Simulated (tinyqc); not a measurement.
Trap in a gate oxide as a short-range spherical well: one step. Peak of the photo-ionisation cross-section. Two cases, with inputs chosen for the exercise.

Question. The maximum lies at x = 2. Give the photon energy, its wavelength and sigma there.

Lucovsky model (delta well, plane-wave final states, no local-field factor): sigma = (32 pi alpha c/(3 n_r m Et)) (x - 1)^(3/2)/x^3, x = h nu/Et, c = hbar^2/2m0; 1 angstrom^2 = 1e-16 cm^2.

Constants: hbar^2/2m0 = 3.80998211 eV angstrom^2; fine-structure constant alpha = 0.007297352564; hc = 1239.841984 eV nm.

Case 1.

Values chosen (out of a larger set: near those of Al2O3 on GaAs; not measured data): m = 0.294 m0 (mass); n_r = 1.71 (refractive index).

Et = 1.062671 eV

Case 2.

Values chosen (out of a larger set: near those of SiO2 on 4H SiC; not measured data): m = 0.455 m0 (mass); n_r = 1.42 (refractive index).

Et = 2.047461 eV

Give: h nu; wavelength; sigma.

Answer.

Case 1.

h nu = 2.125 eV
wavelength = 583 nm
sigma = 21.8 x 1e-18 cm^2

With 40 % of the state outside the well the delta-well form is only a rough model of this centre.

Case 2.

h nu = 4.095 eV
wavelength = 303 nm
sigma = 8.80 x 1e-18 cm^2

With 39 % of the state outside the well the delta-well form is only a rough model of this centre.

Computed by tinyqc, one run a case: `OMP_NUM_THREADS=1 python tinyqc.py N N+1 out.jsonl` with N = 1251429, 1251546; one thread of a shared Intel(R) Xeon(R) Processor @ 2.30GHz, about 0.01 s a run at most.
